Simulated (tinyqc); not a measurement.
Trading HF for NH4F at fixed fluoride: speciation in dilute and buffered hydrofluoric acid, oxide etch rate and bath loading. Computed by tinyqc, a small Python program. Command: `OMP_NUM_THREADS=1 python tinyqc.py 3120026 3120027 out.jsonl hfetch walk`. One thread of a shared host (Intel(R) Xeon(R) Processor @ 2.30GHz), about 0.01 s of CPU time with the checks.

Concentrations stand for activities, NH4+ and Cl- are spectators, and water ionisation is neglected. H, F and HF2 denote the ions H+, F- and HF2-. The base temperature is 298 K.

Inputs (values chosen for the exercise, of the order of those for thermal oxide at room temperature):

| quantity | value | unit |
|---|---|---|
| HF added | 0.21 | mol/L |
| NH4F added | 0 | mol/L |
| K1 = [H][F]/[HF] | 0.000625 | mol/L |
| K2 = [HF2]/([HF][F]) | 3.91 | L/mol |
| K3 = [H2F2]/[HF]^2 | 2.71 | L/mol |
| rate constant of neutral HF k_a | 14 | nm L/(min mol) |
| rate constant of HF2 k_b | 57 | nm L/(min mol) |

Method:
- Fluoride balance: [HF] + [F] + 2 [HF2] + 2 [H2F2] = HF added + NH4F added. Acid balance: [H] + [HF] + [HF2] + 2 [H2F2] = HF added + HCl added. For a trial [H], [HF] = [H][F]/K1, and the fluoride balance is a quadratic in [F].
- Rate = k_a ([HF] + 2 [H2F2]) + k_b [HF2], an empirical two-term form.
- Total fluoride is held at HF + NH4F added, without HCl; x is the share added as HF.

Against x:

| x | pH | [F] (mol/L) | [HF] (mol/L) | [HF2] (mol/L) | rate (nm/min) |
|---|---|---|---|---|---|
| 0.05 | 4.7278 | 0.19506 | 0.00584 | 0.004455 | 0.3383 |
| 0.15 | 4.1720 | 0.16685 | 0.01796 | 0.011719 | 0.9440 |
| 0.30 | 3.7465 | 0.12863 | 0.03689 | 0.018553 | 1.6773 |
| 0.40 | 3.5317 | 0.10573 | 0.04974 | 0.020562 | 2.0560 |
| 0.50 | 3.3357 | 0.08473 | 0.06258 | 0.020732 | 2.3550 |
| 0.60 | 3.1433 | 0.06545 | 0.07529 | 0.019268 | 2.5824 |
| 0.75 | 2.8284 | 0.03950 | 0.09382 | 0.014489 | 2.8072 |
| 0.90 | 2.4005 | 0.01742 | 0.11086 | 0.007553 | 2.9151 |
| 1.00 | 1.9808 | 0.00713 | 0.11921 | 0.003323 | 2.9366 |

What does the comparison show, and why?

[HF2] is largest at x = 0.5 and the rate at x = 1 among these rows; HF2 needs both HF and F.

Extremes, crossings and ranges named in words are read from the listed rows.
